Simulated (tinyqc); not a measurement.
Worked calculation: Pariser-Parr-Pople SCF with singles CI, for the molecule C1=Cc2ncccc21 (SMILES; centres numbered as the heavy atoms are written). One step of it, computed by the program tinyqc.

Problem. Iteration 3: orbitals and new P. Diagonalise F (the basis is taken as orthonormal) and form P = 2 sum c c over the lowest orbitals; 0.5 of the old P is kept.

F (eV), order 1C, 2C, 3C, 4N, 5C, 6C, 7C, 8C:
$$\begin{pmatrix}
-4.253185 & -4.998443 & -0.111080 & 0.479271 & -0.040042 & -0.210763 & 0.033240 & -2.925155 \\
-4.998443 & -4.244018 & -2.924128 & 0.025675 & -0.209096 & -0.006110 & 0.495634 & 0.003551 \\
-0.111080 & -2.924128 & -4.020025 & -4.515565 & 0.113921 & 0.632301 & -0.062679 & -3.949501 \\
0.479271 & 0.025675 & -4.515565 & -6.341678 & -4.048457 & 0.030641 & 0.363859 & 0.015557 \\
-0.040042 & -0.209096 & 0.113921 & -4.048457 & -3.880203 & -4.472396 & -0.047607 & 0.629850 \\
-0.210763 & -0.006110 & 0.632301 & 0.030641 & -4.472396 & -4.099882 & -3.990134 & 0.002831 \\
0.033240 & 0.495634 & -0.062679 & 0.363859 & -0.047607 & -3.990134 & -4.148335 & -4.477898 \\
-2.925155 & 0.003551 & -3.949501 & 0.015557 & 0.629850 & 0.002831 & -4.477898 & -4.255188
\end{pmatrix}$$

pi electrons, sum of z_r less the charge = 8

P after iteration 2, order 1C, 2C, 3C, 4N, 5C, 6C, 7C, 8C:
$$\begin{pmatrix}
0.973711 & 0.920265 & 0.048136 & -0.299386 & 0.028993 & 0.145346 & -0.017748 & 0.188804 \\
0.920265 & 1.002310 & 0.188442 & -0.013730 & 0.144196 & 0.004424 & -0.309201 & -0.001539 \\
0.048136 & 0.188442 & 0.912825 & 0.723249 & -0.056410 & -0.346038 & 0.031034 & 0.550196 \\
-0.299386 & -0.013730 & 0.723249 & 1.160563 & 0.558284 & -0.015198 & -0.199420 & -0.007715 \\
0.028993 & 0.144196 & -0.056410 & 0.558284 & 0.955254 & 0.734674 & 0.023575 & -0.344696 \\
0.145346 & 0.004424 & -0.346038 & -0.015198 & 0.734674 & 1.004858 & 0.564640 & -0.001402 \\
-0.017748 & -0.309201 & 0.031034 & -0.199420 & 0.023575 & 0.564640 & 0.986235 & 0.736506 \\
0.188804 & -0.001539 & 0.550196 & -0.007715 & -0.344696 & -0.001402 & 0.736506 & 1.004245
\end{pmatrix}$$

Give: orbital energies; P after iteration 3.

Solution.

orbital energies (eV): [-13.2531, -10.6513, -9.7760, -7.2962, -1.2224, 0.4257, 2.1026, 4.4282]

P after iteration 3, order 1C, 2C, 3C, 4N, 5C, 6C, 7C, 8C:
$$\begin{pmatrix}
0.9699 & 0.9262 & 0.0574 & -0.2876 & 0.0328 & 0.1393 & -0.0209 & 0.1810 \\
0.9262 & 1.0028 & 0.1815 & -0.0162 & 0.1387 & 0.0068 & -0.2983 & -0.0039 \\
0.0574 & 0.1815 & 0.8969 & 0.7221 & -0.0652 & -0.3448 & 0.0364 & 0.5517 \\
-0.2876 & -0.0162 & 0.7221 & 1.1900 & 0.5573 & -0.0173 & -0.2064 & -0.0107 \\
0.0328 & 0.1387 & -0.0652 & 0.5573 & 0.9429 & 0.7356 & 0.0306 & -0.3435 \\
0.1393 & 0.0068 & -0.3448 & -0.0173 & 0.7356 & 1.0072 & 0.5657 & -0.0037 \\
-0.0209 & -0.2983 & 0.0364 & -0.2064 & 0.0306 & 0.5657 & 0.9819 & 0.7379 \\
0.1810 & -0.0039 & 0.5517 & -0.0107 & -0.3435 & -0.0037 & 0.7379 & 1.0084
\end{pmatrix}$$
